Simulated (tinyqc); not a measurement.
Expansion against temperature: quasi-harmonic thermal expansion with mode Grueneisen parameters. Computed by tinyqc, a small Python program. Command: `OMP_NUM_THREADS=1 python tinyqc.py 3005338 3005339 out.jsonl qha walk`. One thread of a shared host (Intel(R) Xeon(R) Processor @ 2.30GHz), about 0.02 s of CPU time with the checks.

A crystal with two atoms a cell; per atom there are 1 transverse acoustic (TA), 1/2 longitudinal acoustic (LA) and 3/2 optical (O) modes. Every frequency of group i scales as nu_i (V/V0)^(-gamma_i). Each group has one frequency. Static energy: E = (9 V0 B0/16) [y^3 B' + y^2 (2 - 4 y)], y = (V0/V)^(2/3) - 1, with pressure P_s = (3 B0/2) (z^7 - z^5) [1 + (3/4)(B' - 4)(z^2 - 1)], z = (V0/V)^(1/3).

Inputs (values chosen for the exercise, modelled on germanium):
```
quantity,value,unit
static volume V0,22.6,angstrom^3/atom
static bulk modulus B0,76.4,GPa
static B',4.82,-
frequency nu_TA,2.4,THz
frequency nu_LA,6.09,THz
frequency nu_O,8.27,THz
Grueneisen parameter gamma_TA,-0.61,-
Grueneisen parameter gamma_LA,1.1,-
Grueneisen parameter gamma_O,1.1,-
```

Acoustic groups: Einstein.

Constants: h x 1 THz = 4.135667696 meV; k_B = 8.617333262e-05 eV/K; 1 eV/angstrom^3 = 160.2176634 GPa.

Method:
- For a mode with x = h nu/(k_B T), n = 1/(exp(x) - 1): U = h nu (n + 1/2), C/k_B = x^2 n (n + 1); U_i and C_i sum these over group i with its weight per atom.
- Phonon pressure P_ph = sum_i gamma_i U_i/V.
- B_T = -V d(P_s + P_ph)/dV at fixed T (central difference, step 1e-4 V); alpha_V = sum gamma_i C_i k_B/(B_T V), all at V(T); the linear coefficient is alpha_L = alpha_V/3.
- V(T) solves P_s + P_ph = 0. The Grueneisen estimate uses C_i, V0 and B0 at the static volume; gamma_th = sum gamma_i C_i / sum C_i is taken at V(T).

Quasi-harmonic results:
```
T (K),V/V0 - 1 (%),B_T (GPa),alpha_L (ppm/K),"alpha_L, Grueneisen estimate",gamma_th
20,0.2984,75.820,-0.1706,-0.1710,-0.60916
40,0.2953,75.825,-0.7763,-0.7761,-0.52976
70,0.2890,75.828,-0.3999,-0.4078,-0.13454
100,0.2901,75.797,0.6707,0.6546,0.15450
150,0.3118,75.687,2.0852,2.0606,0.35551
220,0.3677,75.478,3.0902,3.0556,0.44829
300,0.4492,75.211,3.6048,3.5581,0.48609
450,0.6226,74.682,3.9918,3.9220,0.51057
700,0.9341,73.777,4.2140,4.1046,0.52203
1000,1.3235,72.681,4.3303,4.1721,0.52614
```

What follows from these numbers?

alpha_L is negative up to 70 K among these rows and changes sign before 100 K, once the LA and optical groups take up heat. gamma_th moves from -0.61, near gamma_TA = -0.61, to 0.53, near the average over all modes, 0.53, as the stiffer groups take up their share of C. B_T changes by -4.1 % over the table, and at the highest T the estimate at fixed V0 and B0 is off by -3.7 %.

Extremes, crossings and ranges named in words are read from the listed rows.
